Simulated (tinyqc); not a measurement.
Thin-film optics by transfer matrices: sweeps and comparisons. A value that a table varies takes the place of the one given here.

Indices N = n + i k. Snell: N0 sin(theta) = N_j sin(theta_j), with Im(N_j cos theta_j) >= 0. Admittance y_j = N_j cos theta_j for s and N_j/cos theta_j for p. Phase delta_j = 2 pi N_j cos theta_j d_j/lambda. Layer matrix [[cos delta, -i sin delta/y], [-i y sin delta, cos delta]], multiplied from the top down to M. (B, C) = M (1, y_sub); r = (y0 B - C)/(y0 B + C), R = |r|^2, T = 4 Re y0 Re y_sub/|y0 B + C|^2, absorbed in the films 1 - R - T.

Ellipsometry: rho = tan(Psi) exp(i Delta) = -conj(r_p/r_s) with the r of the admittance formula, Delta in 0 to 360 degrees, so that a bare dielectric at small angles gives Delta = 180.

Parameters, chosen for this exercise (indices near those of Si3N4 on Si; not measured data):
- lam = 248 nm (vacuum wavelength)
- n0 = 1 (ambient index)
- n = (2.242, 1.551) (n of Si3N4, substrate)
- k = (0.005, 3.413) (k in the same order)
- d = (67.9) nm (thicknesses, top first)
- theta = 30 degrees (angle of incidence)
- pol = p (polarisation)

## Swing curve: thickness of the top film

The first entry of d takes the values listed.

Stack:
```
d_1 (nm)       R       T  absorbed
67.9      0.3381  0.6316    0.0302
77.4      0.1885  0.7659    0.0456
86.8      0.4439  0.5197    0.0363
96.3      0.6202  0.3531    0.0267
105.7     0.6546  0.3207    0.0247
115.2     0.5690  0.3991    0.0319
124.6     0.3269  0.6189    0.0542
134.1     0.1764  0.7493    0.0743
143.5     0.4311  0.5127    0.0562
153.0     0.6099  0.3498    0.0403
162.5     0.6451  0.3177    0.0372
171.9     0.5590  0.3939    0.0472
181.4     0.3130  0.6093    0.0777
```

What can be read from the table?

R swings between 0.1764 and 0.6546 on these points. The period is lambda/(2 Re(N_1 cos theta_1)) = 56.7 nm, six rows. The film absorbs, so the curve does not repeat exactly: the swing is 0.4661 in the first period and 0.4687 in the second. The swing ratio (max - min)/mean is 1.06.

## Angle of incidence

Both polarisations.

Stack:
```
theta (degrees)     R_s     R_p    Psi   Delta
0                0.2934  0.2934  45.00  180.00
15               0.3162  0.3065  44.55  175.28
30               0.3905  0.3381  42.94  161.68
45               0.5182  0.3704  40.21  140.50
55               0.6223  0.3867  38.25  121.95
60               0.6763  0.3955  37.41  110.78
65               0.7303  0.4090  36.81   97.87
70               0.7839  0.4342  36.66   82.78
75               0.8370  0.4832  37.23   65.17
80               0.8902  0.5760  38.81   45.07
85               0.9442  0.7400  41.52   23.04
```

What does this show, and why?

R_s and R_p agree at normal incidence (0.2934). R_p is lowest at 0 degrees of those listed (0.2934), where R_s = 0.2934: the two agree there by symmetry, and no oblique row falls below it. R_s rises steadily with the angle.

## Sensitivity of the reflectance

R for both polarisations. Each row changes one parameter from the base and keeps the others.

Results:
```
case                   R_s     R_p     T_s
base                0.3905  0.3381  0.5802
d = (72.9) nm       0.1758  0.2009  0.7799
n = (2.287, 1.551)  0.3161  0.2831  0.6509
k = (0.005, 3.764)  0.4586  0.4041  0.5124
lam = 253 nm        0.4463  0.3810  0.5278
theta = 35 degrees  0.4277  0.3497  0.5444
```

What can be read from the table?

The largest shifts from the base row, up to three for each result and ties (the steps differ in size, so this ranks the rows, not the parameters). R_s: d -0.2147, n -0.0744, k +0.0681. R_p: d -0.1372, k +0.0659, n -0.0550. T_s: d +0.1996, n +0.0707, k -0.0678.

Program tinyqc; command `OMP_NUM_THREADS=1 python tinyqc.py 1682108 1682109 out.jsonl`; about 0.01 s on one thread of a shared Intel(R) Xeon(R) Processor @ 2.30GHz.
